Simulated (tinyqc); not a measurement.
# MOS capacitor on a p-type substrate, surface potential from the exact charge relation: effect of the acceptor density of the substrate on threshold and swing

Uniform p-type substrate, Boltzmann statistics, full ionisation, classical densities. psi is the surface potential against the body (positive when the bands bend down) and u = psi/Vt. Traps are spread evenly over the gap and neutral at flat band, so their charge is -q Dit psi; the minority quasi-Fermi level is shifted by Vb.

ni = sqrt(Nc Nv) exp(-Eg/(2 Vt)), Eg in volts; phiF = Vt ln(N/ni); Cox = eps0 eox/tox; Vfb = phiM - chi - (Eg - Vt ln(Nv/N)) - q Nf/Cox; VT = Vfb + [(2 phiF + Vb)(1 + q Dit/Cox) + sqrt(2 eps0 eps_r q N (2 phiF + Vb))/Cox]. gamma = sqrt(2 eps0 eps_r q N)/Cox; Wm = sqrt(2 eps0 eps_r (2 phiF + Vb)/(q N)); m = 1 + (eps0 eps_r/Wm + q Dit)/Cox; swing m Vt ln 10; Cmin/Cox = 1/(1 + Cox Wm/(eps0 eps_r)).

Values chosen for this exercise; band and dielectric values close to those of gallium arsenide:
- T = 250 K (temperature)
- Eg = 1.44 eV (band gap)
- eps_r = 12.9 (relative permittivity)
- Nc = 3.32e17 cm^-3 (conduction-band density of states at T)
- Nv = 6.81e18 cm^-3 (valence-band density of states at T)
- chi = 4.1 eV (electron affinity)
- eox = 9.09 (relative permittivity of the gate insulator (close to aluminium oxide))
- tox = 23 nm (insulator thickness)
- phiM = 4.41 eV (gate work function)
- Nf = 0 cm^-2 (fixed charge at the interface, in units of q)
- Dit = 7e11 cm^-2 eV^-1 (density of interface traps)
- Vb = 0 V (reverse bias of the inversion layer against the body)

Constants: q = 1.602176634e-19 C, kB = 1.380649e-23 J/K, Vt = kB T/q, eps0 = 8.8541878128e-14 F/cm where lengths are in cm. Results are converted to the units shown.

Results:
```
N (cm^-3),Vfb (V),2 phiF (V),gamma (V^0.5),VT (V),Wm (nm),m,swing (mV/decade),Cmin/Cox
1e15,-0.9399,1.125,0.05467,0.6034,1266,1.346,66.78,0.02513
2.8e15,-0.9620,1.169,0.09148,0.6807,771.6,1.363,67.60,0.04059
7.9e15,-0.9844,1.214,0.1537,0.7878,468.1,1.390,68.96,0.06519
6.2e16,-1.029,1.303,0.4305,1.183,173.1,1.509,74.86,0.1587
1.7e17,-1.050,1.346,0.7128,1.554,106.3,1.628,80.74,0.2350
4.9e17,-1.073,1.392,1.210,2.192,63.64,1.833,90.95,0.3390
1.4e18,-1.096,1.437,2.046,3.254,38.25,2.174,107.8,0.4604
```

Estimate the missing row, N = 2.2e16 cm^-3.

Computed row:
```
N (cm^-3),Vfb (V),2 phiF (V),gamma (V^0.5),VT (V),Wm (nm),m,swing (mV/decade),Cmin/Cox
2.2e16,-1.006,1.258,0.2564,0.9423,285.5,1.435,71.17,0.1026
```

With this row back in the table: As N goes from 1e15 to 1.4e18, VT rises from 0.603 to 3.25 V, the swing rises from 66.8 to 108 mV/decade and Cmin/Cox rises from 0.0251 to 0.460. Of the change of VT by 2.65 V, -0.156 V comes from Vfb and 2.81 V from the band bending and the charge it takes. gamma goes as N^(0.50) and Wm as N^(-0.48); phiF, which grows slowly with N, keeps the latter from -1/2.

Computed by the program tinyqc: `OMP_NUM_THREADS=1 python tinyqc.py 2060071 2060072 out.jsonl`, one thread of a shared Intel Xeon 2.30GHz, about 0.01 s for the whole run.
